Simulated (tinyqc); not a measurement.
# Surface potential of a MOS transistor: implicit equation and explicit approximations: what changes with what

p-type body, charge-sheet picture, depletion and inversion only, full ionisation (an idealisation for deep acceptors), Boltzmann statistics (rough once Na exp(x - xn) passes about Nc/7). In units of Vt: xg = (Vg - Vfb)/Vt, x = psi/Vt, G = gamma/sqrt(Vt), xn = (2 phiF + Vc)/Vt. The implicit equation is (xg - x)^2 = G^2 [x - 1 + exp(x - xn)] for x above about 3. Cox = eps0 eox/tox.

Values chosen for this exercise; band and dielectric values those of a made-up semiconductor:
- T = 300 K (temperature)
- Eg = 1.1 eV (band gap)
- eps_r = 14.4 (relative permittivity)
- Nc = 3.29e19 cm^-3 (conduction-band density of states at T)
- Nv = 2.72e19 cm^-3 (valence-band density of states at T)
- eox = 3.9 (relative permittivity of the gate insulator (close to silicon dioxide))
- tox = 14 nm (insulator thickness)
- Na = 1.4e16 cm^-3 (acceptor density)
- Vfb = -0.37 V (flat-band voltage)
- Vc = 0 V (channel-body voltage)
- Vg = 1.24 V (gate-body voltage)

Constants: q = 1.602176634e-19 C, kB = 1.380649e-23 J/K, Vt = kB T/q, eps0 = 8.8541878128e-14 F/cm where lengths are in cm. Results are converted to the units shown.

Each table varies one quantity; the others keep the values above.

## Accuracy of the approximations against gate voltage

ni = sqrt(Nc Nv) exp(-Eg/(2 Vt)), Eg in volts; phiF = Vt ln(Na/ni); gamma = sqrt(2 q eps0 eps_r Na)/Cox; VT = Vfb + Vt (xn + G sqrt(xn - 1)). Depletion value a = 1 + [sqrt(G^2/4 + xg - 1) - G/2]^2; inversion value b = xn + ln[(xg - xn)^2/G^2 - xn + 1] and first guess y = min(a, b) - ln(1 + exp(-|a - b|)) if a > xn + 1, else b = y = a; one second-order correction with D = exp(y - xn), p = 2 (xg - y) + G^2 (1 + D), w = (xg - y)^2 - G^2 (y - 1 + D): z = y + 2 w/(p + sqrt(p^2 - 2 (2 - G^2 D) w)), or the Newton step z = y + w/p where the root is not real. N_inv = (Cox Vt G/q) [sqrt(x - 1 + exp(x - xn)) - sqrt(x - 1)] at the root. Lambert form (Cox m Vt/q) W0[(G/(2 m sqrt(xn - 1))) exp((Vg - VT)/(m Vt))], m = 1 + G/(2 sqrt(xn - 1)). Errors under 1e-4 mV, and the linear form below VT, are printed as 0.

Results:

| Vg (V) | psi (V) | x - xn | error of y (mV) | error of z (mV) | N_inv (cm^-2) | Cox (Vg - VT)/q (cm^-2) | Lambert form (cm^-2) |
|---|---|---|---|---|---|---|---|
| 0.19 | 0.3780 | -12.59 | 0 | 0 | 3.492e4 | 0 | 1.827e4 |
| 0.39 | 0.5401 | -6.324 | 8.17e-3 | 0 | 1.526e7 | 0 | 1.241e7 |
| 0.59 | 0.7030 | -0.02207 | 3.94 | -2.24e-3 | 7.186e9 | 6.144e9 | 7.241e9 |
| 0.79 | 0.7889 | 3.301 | 18.5 | -3.52 | 1.589e11 | 3.140e11 | 1.670e11 |
| 0.99 | 0.8197 | 4.493 | 13.6 | -1.02 | 4.111e11 | 6.219e11 | 4.302e11 |
| 1.39 | 0.8517 | 5.728 | 8.84 | -0.227 | 9.694e11 | 1.238e12 | 1.006e12 |
| 1.59 | 0.8623 | 6.139 | 7.66 | -0.141 | 1.258e12 | 1.546e12 | 1.302e12 |
| 1.79 | 0.8711 | 6.478 | 6.79 | -0.0954 | 1.550e12 | 1.854e12 | 1.600e12 |

Estimate the missing row, Vg = 1.19 V.

Computed row:

| Vg (V) | psi (V) | x - xn | error of y (mV) | error of z (mV) | N_inv (cm^-2) | Cox (Vg - VT)/q (cm^-2) | Lambert form (cm^-2) |
|---|---|---|---|---|---|---|---|
| 1.19 | 0.8382 | 5.209 | 10.6 | -0.419 | 6.857e11 | 9.298e11 | 7.142e11 |

With this row back in the table: psi rises from 0.378 to 0.871 V and ends 6.5 Vt above 2 phiF + Vc. Among the rows the first guess is off by at most 18 mV (at Vg = 0.79 V) and the corrected value by at most 3.5 mV. In the last row the linear form is 20 % above N_inv and the Lambert form 3.2 % above it; in the first row the Lambert form is 48 % below it. For Vg = 1.59, 1.79 the electron quasi-Fermi level lies less than 2 Vt below the band edge at the surface, or above it, where degeneracy and confinement, left out, matter.

## Effect of the channel-body voltage at fixed gate voltage

Same model as above.

Effect of the channel-body voltage at fixed gate voltage:

| Vc (V) | psi (V) | x - xn | error of y (mV) | error of z (mV) | N_inv (cm^-2) | Cox (Vg - VT)/q (cm^-2) | Lambert form (cm^-2) |
|---|---|---|---|---|---|---|---|
| 0 | 0.8420 | 5.352 | 10.1 | -0.353 | 7.560e11 | 1.007e12 | 7.866e11 |
| 0.2 | 1.023 | 4.635 | 13.2 | -0.911 | 4.316e11 | 6.453e11 | 4.492e11 |
| 0.4 | 1.189 | 3.323 | 18.9 | -3.79 | 1.382e11 | 2.896e11 | 1.436e11 |
| 0.6 | 1.267 | -1.397 | 0.772 | 0 | 1.352e9 | 0 | 1.334e9 |
| 0.8 | 1.268 | -9.104 | 3.48e-4 | 0 | 6.089e5 | 0 | 5.342e5 |
| 1 | 1.268 | -16.84 | 0 | 0 | 265.9 | 0 | 200.2 |

What does the table show?

As Vc goes from 0 to 1, psi rises from 0.842 to 1.27 V, x - xn falls from 5.35 to -16.8 and N_inv falls from 7.56e11 to 266 cm^-2. The Lambert form lies between 0.753 and 1.04 times N_inv. psi follows Vc only while the surface is inverted; once x falls below xn it settles at the depletion value.

Numbers from tinyqc (`OMP_NUM_THREADS=1 python tinyqc.py 2122049 2122050 out.jsonl`; about 0.01 s on one thread of a shared Intel Xeon 2.30GHz).
